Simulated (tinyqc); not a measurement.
Inside a calculation. Method: Hubbard chain of 3 sites. Computed by tinyqc, a small Python program that keeps every step. Settings: hopping = 1.75, U = 6.6, mixing = 0.5, iteration cap = 84. Command: `OMP_NUM_THREADS=1 python tinyqc.py 22883 22884 out.jsonl` (the two numbers bound the seeds that draw the settings). One thread of a shared host (Intel(R) Xeon(R) Processor @ 2.60GHz), about 0.2 s of CPU time with the checks. Later iterations appear only in the table of the cycle.

## Mean-field iteration 1

one-body matrix (hopping and site energies) (eV), order 1, 2, 3:
$$\begin{pmatrix}
-0.450000 & -1.750000 & 0.000000 \\
-1.750000 & -0.550000 & -1.750000 \\
0.000000 & -1.750000 & 0.310000
\end{pmatrix}$$

U = 6.600000 eV

electrons, up and down: [2, 1]

mixing = 0.500000

n(up) at the start (a guess, not normalised): 1 1.000000, 2 0.217000, 3 1.000000

n(down) at the start (a guess): 1 0.000000, 2 0.783000, 3 0.000000

H(up) = T + U n(down), H(down) = T + U n(up); fill the lowest levels; n(new) = n + mixing (n(out) - n); E = tr T (rho up + rho down) + U sum n_up n_down of the output.

levels, up (eV): [-1.239247, 0.030571, 5.686476]

levels, down (eV): [-0.051545, 6.412165, 7.581581]

energy = -2.481698 eV

n(up) after iteration 1: 1 0.965750, 2 0.187367, 3 0.955383

n(down) after iteration 1: 1 0.034839, 2 0.829013, 3 0.027648

## Mean-field iteration 2

As before.

levels, up (eV): [-1.007761, 0.227147, 5.974514]

levels, down (eV): [-0.254789, 6.171340, 7.309549]

energy = -2.482496 eV

n(up) after iteration 2: 1 0.949107, 2 0.170569, 3 0.934574

n(down) after iteration 2: 1 0.052447, 2 0.851150, 3 0.042154

## Mean-field iteration 3

As before.

levels, up (eV): [-0.891327, 0.328988, 6.114289]

levels, down (eV): [-0.367088, 6.054958, 7.180180]

energy = -2.482614 eV

n(up) after iteration 3: 1 0.940977, 2 0.161373, 3 0.924775

n(down) after iteration 3: 1 0.061210, 2 0.862061, 3 0.049604

## Convergence

Each step fills the lowest levels of T + U n(other spin) and sets n(new) = n + mixing (n(out) - n); stop when output and input agree to 1e-8.

Course of the cycle:
```
iteration       E (eV)  largest |n(out) - n(in)|  mean |n_up - n_down|
1          -2.48169788                  9.20e-02              0.811529
2          -2.48249558                  4.43e-02              0.813010
3          -2.48261379                  2.18e-02              0.813863
4          -2.48263847                  1.10e-02              0.814394
5          -2.48264596                  5.63e-03              0.814735
6          -2.48264883                  2.94e-03              0.814957
7          -2.48265003                  1.56e-03              0.815103
8          -2.48265055                  8.62e-04              0.815200
9          -2.48265077                  4.83e-04              0.815263
10         -2.48265087                  2.75e-04              0.815306
11         -2.48265092                  1.60e-04              0.815334
...                ...                       ...                   ...
24         -2.48265095                  4.42e-07              0.815389
25         -2.48265095                  2.92e-07              0.815389
26         -2.48265095                  1.93e-07              0.815389
27         -2.48265095                  1.28e-07              0.815389
28         -2.48265095                  8.46e-08              0.815389
29         -2.48265095                  5.60e-08              0.815389
30         -2.48265095                  3.71e-08              0.815389
31         -2.48265095                  2.46e-08              0.815389
32         -2.48265095                  1.63e-08              0.815389
33         -2.48265095                  1.08e-08              0.815389
34         -2.48265095                  7.18e-09              0.815389
```

local moments n_up - n_down: 1 0.863903, 2 -0.723083, 3 0.859181

Converged in 34 iterations. Before convergence this energy mixes input and output and is not variational, so it may rise towards its limit.

## The many-body Hamiltonian

Basis: all placements (u, d, 2, 0 on each site), up operators ordered before down ones; hops carry the sign of the same-spin electrons passed.

H (eV):
```
           2u0        u20        uud        20u        udu        u02        duu        02u
2u0   5.150000  -1.750000   0.000000  -1.750000   0.000000   0.000000   0.000000   0.000000
u20  -1.750000   5.050000  -1.750000   0.000000  -1.750000   0.000000   0.000000   0.000000
uud   0.000000  -1.750000  -0.690000   0.000000   0.000000  -1.750000   0.000000   0.000000
20u  -1.750000   0.000000   0.000000   6.010000  -1.750000   0.000000  -1.750000   0.000000
udu   0.000000  -1.750000   0.000000  -1.750000  -0.690000  -1.750000   0.000000  -1.750000
u02   0.000000   0.000000  -1.750000   0.000000  -1.750000   6.770000   0.000000   0.000000
duu   0.000000   0.000000   0.000000  -1.750000   0.000000   0.000000  -0.690000  -1.750000
02u   0.000000   0.000000   0.000000   0.000000  -1.750000   0.000000  -1.750000   5.810000
0u2   0.000000   0.000000   0.000000   0.000000   0.000000  -1.750000   0.000000  -1.750000

           0u2
2u0   0.000000
u20   0.000000
uud   0.000000
20u   0.000000
udu   0.000000
u02  -1.750000
duu   0.000000
02u  -1.750000
0u2   6.670000
```

## Exact diagonalisation (9 states)

Lowest levels of the sector, and the double occupancy of the lowest state.

lowest levels (eV): [-2.953635, -1.520370, -0.690000, 3.186272, 4.781995, 5.764105]

double occupancy per site = 0.077557

The mean-field solution above lies 0.4710 eV above the exact energy.

## The lowest level by Lanczos steps

From a random start vector (not printed): a_j = <q_j|H|q_j>, b_j = norm of the remainder after orthogonalising; the Ritz value is the lowest eigenvalue of the tridiagonal matrix of a and b so far.

Lanczos:
```
j  a_j (eV)  b_j (eV)  lowest Ritz value (eV)
1  2.406358  4.644656              2.40635771
2  3.144848  2.889155             -1.88370789
3  5.022214  3.842849             -2.43280146
4  2.044787  2.729093             -2.77799156
5  3.739880  1.606865             -2.92699735
6  1.978199  2.686575             -2.94387756
7  1.604334  1.125307             -2.95312890
8  5.315825  0.623418             -2.95363278
9  8.133556         0             -2.95363504
```
